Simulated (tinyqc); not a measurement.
Worked calculation: Hueckel theory of the pi electrons, for the molecule c1ccc2cc3ncccc3cc2c1 (SMILES; centres numbered as the heavy atoms are written). One step of it, computed by the program tinyqc.

Task: Energy, charges, bond orders. E = sum n x; q_r = z_r - P_rr; bond order p = P_rs; free valence = sqrt(3) - sum of p over the bonds of the atom.

x values: 2.446986  2.052515  1.481895  1.414214  1.080397  1.000000  0.458857  -0.363887  -0.921112  -1.000000  -1.372537  -1.414214  -1.966474  -2.396639

occupations: 2.000000  2.000000  2.000000  2.000000  2.000000  2.000000  2.000000  0.000000  0.000000  0.000000  0.000000  0.000000  0.000000  0.000000

charge and bond-order matrix P, lower triangle:
```
            1C         2C         3C         4C         5C         6C         7N         8C
1C    1.001923
2C    0.586265   0.994776
3C   -0.002721   0.736840   1.003856
4C   -0.217830   0.006360   0.536297   0.991334
5C    0.005948  -0.200886  -0.008527   0.603962   1.020537
6C    0.117478  -0.008939  -0.133221   0.014991   0.611171   0.962540
7N   -0.010292   0.068940   0.015300  -0.127188  -0.045962   0.521701   1.221265
8C   -0.078427  -0.020523   0.067323   0.030017  -0.193677  -0.061390   0.717829   0.888070
9C    0.004025  -0.080044  -0.005806   0.114685   0.014589  -0.213414  -0.035670   0.591857
10C   0.068842   0.018741  -0.032682  -0.025269   0.094948   0.042814  -0.357221   0.086824
11C   0.000451   0.116203  -0.000721  -0.182038   0.002956   0.485893  -0.013302  -0.215865
12C  -0.201352  -0.010072   0.100069   0.011715  -0.402263  -0.014444   0.098897  -0.036231
13C  -0.001650  -0.217487   0.002364   0.485448  -0.005685  -0.183214   0.012076   0.113851
14C   0.737183   0.004426  -0.368405  -0.004783   0.100535   0.005046  -0.035035   0.014255

            9C        10C        11C       12C       13C       14C
9C    1.010564
10C   0.733213   0.926245
11C   0.002505   0.534753   1.001256
12C  -0.200911   0.034702   0.606045  0.980201
13C  -0.004035  -0.129619  -0.000798  0.605604  1.001587
14C   0.070459  -0.014265  -0.131236  0.008873  0.535488  0.995846
```

Centres:
```
centre  z_r, pi electrons of the neutral centre         h
1C                                            1  0.000000
2C                                            1  0.000000
3C                                            1  0.000000
4C                                            1  0.000000
5C                                            1  0.000000
6C                                            1  0.000000
7N                                            1  0.500000
8C                                            1  0.000000
9C                                            1  0.000000
10C                                           1  0.000000
11C                                           1  0.000000
12C                                           1  0.000000
13C                                           1  0.000000
14C                                           1  0.000000
```

Bonds:
```
i    j         k
1    2         1
2    3         1
3    4         1
4    5         1
5    6         1
6    7         1
7    8  1.000000
8    9         1
9   10         1
10  11         1
11  12         1
12  13         1
13  14         1
14   1         1
13   4         1
11   6         1
```

Give: pi energy = 14 alpha + this times beta; pi charges; Bond orders and lengths from R = 1.517 - 0.180 p; free valence of the carbons; gap between the highest filled and the next level.

Result:

pi energy = 14 alpha + this times beta = 19.8697

pi charges: 1C -0.0019, 2C 0.0052, 3C -0.0039, 4C 0.0087, 5C -0.0205, 6C 0.0375, 7N -0.2213, 8C 0.1119, 9C -0.0106, 10C 0.0738, 11C -0.0013, 12C 0.0198, 13C -0.0016, 14C 0.0042

Bond orders and lengths from R = 1.517 - 0.180 p (angstrom, C-C alone):
```
bond        p       R
1-2    0.5863  1.4115
2-3    0.7368  1.3844
3-4    0.5363  1.4205
4-5    0.6040  1.4083
5-6    0.6112  1.4070
6-7    0.5217       -
7-8    0.7178       -
8-9    0.5919  1.4105
9-10   0.7332  1.3850
10-11  0.5348  1.4207
11-12  0.6060  1.4079
12-13  0.6056  1.4080
13-14  0.5355  1.4206
14-1   0.7372  1.3843
13-4   0.4854  1.4296
11-6   0.4859  1.4295
```

free valence of the carbons: 1C 0.4086, 2C 0.4089, 3C 0.4589, 4C 0.1063, 5C 0.5169, 6C 0.1133, 8C 0.4224, 9C 0.4070, 10C 0.4641, 11C 0.1054, 12C 0.5204, 13C 0.1055, 14C 0.4594

gap between the highest filled and the next level = 0.8227 |beta|
